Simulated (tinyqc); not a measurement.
p-n diode with diffusion and depletion-layer recombination: currents and ideality against junction voltage.

Abrupt junction in the depletion approximation, low injection, full ionisation, neutral widths fixed, ohmic contact on the p side. Vj is the junction voltage; where a series resistance Rs is given, V = Vj + J Rs is the terminal voltage.

ni = sqrt(Nc Nv) exp(-Eg/(2 Vt)), Eg in volts; D = mu Vt; Ln = sqrt(Dn tn), Lp = sqrt(Dp tp); J0n = q ni^2 Dn coth(wp/Ln)/(Ln Na); J0p = (q ni^2 Dp/(Lp Nd)) (s + tanh(wn/Lp))/(1 + s tanh(wn/Lp)), s = Sp Lp/Dp. J_diff = (J0n + J0p)(exp(Vj/Vt) - 1). Vbi = Vt ln(Na Nd/ni^2), W = sqrt(2 eps0 eps_r (Vbi - Vj)(1/Na + 1/Nd)/q), xp = W Nd/(Na + Nd), xn = W Na/(Na + Nd); u(x) = q Na (x + xp)^2/(2 eps0 eps_r) for x < 0 and Vbi - Vj - q Nd (xn - x)^2/(2 eps0 eps_r) for x > 0; p = Na exp(-u/Vt), n = Nd exp((u - Vbi + Vj)/Vt); U = ni^2 (exp(Vj/Vt) - 1)/(tp (n + ni exp(Et/Vt)) + tn (p + ni exp(-Et/Vt))); J_scr = q times the integral of U from -xp to xn. J = J_diff + J_scr. Ideality = (1/Vt) dVj/d ln J or (1/Vt) dV/d ln J; last column ni^2 exp(Vj/Vt)/N^2.

Values chosen for this exercise; band and dielectric values those of a made-up semiconductor:
```
symbol,value,unit,meaning
T,300,K,temperature
Eg,1.01,eV,band gap
eps_r,8.87,,relative permittivity
Nc,2.31e19,cm^-3,conduction-band density of states at T
Nv,2.56e19,cm^-3,valence-band density of states at T
Na,3.8e16,cm^-3,acceptor density
Nd,1.7e16,cm^-3,donor density
mun,980,cm^2/(V s),electron mobility in the p side
mup,350,cm^2/(V s),hole mobility in the n side
tn,2e-8,s,electron lifetime
tp,8e-9,s,hole lifetime
wp,8.1,um,neutral width of the p side
wn,3.4,um,neutral width of the n side
Sp,1e7,cm/s,recombination velocity at the n contact
Rs,0.00013,ohm cm^2,series resistance
Et,0,eV,trap level above the intrinsic level
```

Constants: q = 1.602176634e-19 C, kB = 1.380649e-23 J/K, Vt = kB T/q, eps0 = 8.8541878128e-14 F/cm where lengths are in cm. Results are converted to the units shown.

Currents and ideality against junction voltage:
columns A: Vj (V); B: J_diff (A/cm^2); C: J_scr (A/cm^2); D: J (A/cm^2); E: V (V); F: ideality against Vj; G: ideality against V; H: minority/doping, lighter side
```
A            B         C         D       E      F      G         H
0.16  1.724e-6  2.253e-5  2.426e-5  0.1600  1.723  1.723  1.075e-8
0.21  1.195e-5  6.449e-5  7.644e-5  0.2100  1.630  1.630  7.440e-8
0.25  5.616e-5  1.492e-4  2.054e-4  0.2500  1.497  1.497  3.496e-7
0.29  2.639e-4  3.468e-4  6.107e-4  0.2900  1.346  1.346  1.642e-6
0.33  0.001240  8.138e-4  0.002054  0.3300  1.214  1.214  7.717e-6
0.37  0.005826  0.001935  0.007761  0.3700  1.122  1.122  3.626e-5
0.42   0.04030  0.005856   0.04616  0.4200  1.056  1.056  2.508e-4
0.46    0.1894   0.01452    0.2039  0.4600  1.030  1.031  0.001179
0.5     0.8898   0.03650    0.9263  0.5001  1.016  1.021  0.005538
```

Read the table: what changes, and by how much?

The ideality against Vj falls from 1.72 to 1.02. Diffusion overtakes recombination in the layer between Vj = 0.29 and 0.33 V. J_scr alone has an ideality of 1.84 between the first two rows and 1.68 between the last two.

tinyqc, about 0.01 s, one thread, Intel Xeon 2.30GHz (shared host): `OMP_NUM_THREADS=1 python tinyqc.py 2260138 2260139 out.jsonl`
